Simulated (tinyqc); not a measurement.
Amplitude against the length of the filling pulse.

In DLTS the amplitude of the capacitance transient follows the share of traps filled by the pulse. In the neutral layer an empty trap fills as 1 - exp(-tp/tc), tc = 1/(sn vth(T) Nd), vth(T) = vth (T/300 K)^0.5; emission during the pulse and slow capture at the depletion edge are neglected.

Parameters, values chosen for the exercise:
```
symbol,value,unit,meaning
vth,2.6e7,cm/s,thermal velocity at 300 K
Nd,5.3e14,cm^-3,shallow donor density
sn,1.3e-16,cm^2,capture cross-section
T,462,K,temperature of the transient
```

Result of one run:
```
tp (s),tp/tc,amplitude over its full value,ln(1 - that)
6.7e-8,0.1489,0.1384,-0.1489
```

What becomes of these results when the pulse length tp is changed from 6.7e-8 to 3.1e-6 s, all else the same?

Result of the changed run:
```
tp (s),tp/tc,amplitude over its full value,ln(1 - that)
3.1e-6,6.892,0.9990,-6.892
```

The whole series:
```
tp (s),tp/tc,amplitude over its full value,ln(1 - that)
1.9e-8,0.04224,0.04136,-0.04224
3.5e-8,0.07781,0.07486,-0.07781
6.7e-8,0.1489,0.1384,-0.1489
1.3e-7,0.2890,0.2510,-0.2890
2.4e-7,0.5335,0.4135,-0.5335
4.5e-7,1.000,0.6323,-1.000
8.6e-7,1.912,0.8522,-1.912
1.6e-6,3.557,0.9715,-3.557
3.1e-6,6.892,0.9990,-6.892
```

The amplitude rises from 0.0414 to 0.999 of its full value. The last column is linear in tp with slope -1/tc, tc = 4.50e-7 s, which gives the cross-section from Nd and vth, independently of the Arrhenius intercept; 99 % filling needs 2.07e-6 s.

Numbers from tinyqc (`OMP_NUM_THREADS=1 python tinyqc.py 2050084 2050085 out.jsonl`; about 0.01 s on one thread of a shared Intel Xeon 2.30GHz).
